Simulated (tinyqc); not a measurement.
## Conversion gain and read noise from the photon-transfer curve

Problem. Temporal variance = CG x mean output + vn^2 (dark signal removed), CG = q As/Cf. Find CG, vn, the read noise in electrons and Cf.

Parameters, values chosen for the exercise: source-follower gain As = 0.81.

Constants: q = 1.602176634e-19 C. Results are converted to the units shown.

temporal variance at mean outputs of 110 and 630 mV (mV^2): [18.81581291, 107.6101285]

Solution. Poisson statistics make the slope equal to CG; the intercept is vn^2.

CG = 170.8 uV/electron
vn = 180.0 uV
read noise = 1.054 electrons
Cf = 0.7600 fF

Numbers from tinyqc (`OMP_NUM_THREADS=1 python tinyqc.py 2630133 2630134 out.jsonl`; about 0.01 s on one thread of a shared Intel Xeon 2.30GHz).
